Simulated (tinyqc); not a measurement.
Along the channel and with depth: stress in a transistor channel from embedded alloy regions, liners and fins, by half-space elasticity. Computed by tinyqc, a small Python program. Command: `OMP_NUM_THREADS=1 python tinyqc.py 3007695 3007696 out.jsonl stressor walk`. One thread of a shared host (Intel(R) Xeon(R) Processor @ 2.30GHz), about 0.01 s of CPU time with the checks.

Plane strain in an isotropic half-space, the same constants everywhere; x along the channel from its centre, y downwards from the free surface; stress is positive in tension.

Inputs (values chosen for the exercise, modelled on silicon):
```
quantity,value,unit
alloy fraction x,0.48,-
"lattice change per unit x, beta",0.0423,-
Young's modulus E,168,GPa
Poisson ratio nu,0.26,-
channel length L,44,nm
length of each stressor S,190,nm
recess depth d,15,nm
depth of the field point y,4,nm
```

Stressor: Si(1-x)Ge(x) source and drain.

Method. Misfit e = beta x. A fully constrained inclusion holds the stress -p with p = E e/(1 - 2 nu); a blanket film would hold -E e/(1 - nu) in the plane. A line element dA of misfit at (a, c) in the half-space gives, with C = E e/(2 pi (1 - nu)), X = x - a, r1^2 = X^2 + (y - c)^2, r2^2 = X^2 + Y^2, Y = y + c: s_xx = -C dA {[X^2 - (y - c)^2]/r1^4 + 3 [X^2 - Y^2]/r2^4 + 4 y Y (Y^2 - 3 X^2)/r2^6}, s_yy = C dA {[X^2 - (y - c)^2]/r1^4 - [X^2 - Y^2]/r2^4 + 4 y Y (Y^2 - 3 X^2)/r2^6}. These are integrated over two rectangles, L/2 < |a| < L/2 + S, 0 < c < d (closed form in a, 200 Gauss-Legendre points in c).

misfit e = 0.020304

Stress (MPa):
```
2x/L,s_xx at y,s_yy at y,s_xx at d/2,s_xx at 1.5 d
0.0,-2663.6,-47.86,-2204.7,-658.17
0.2,-2688.7,-47.74,-2202.3,-647.43
0.4,-2751.2,-41.60,-2189.5,-614.87
0.6,-2793.7,4.00,-2166.9,-551.70
0.8,-2677.4,300.15,-2247.1,-418.70
```

Near the surface s_xx changes by +1 % from the centre to 2x/L = 0.8. At the centre, s_xx at half the recess depth is 0.83 of its value at y, and below the recess 0.25. An element acts with the sign of X^2 - (y - c)^2, so its direct term reverses where the offset in depth exceeds the lateral distance, and the image terms that amplify the stress near the surface fade with depth. Caution: at such misfit the regions may relax by dislocations, and linear elasticity is rough.
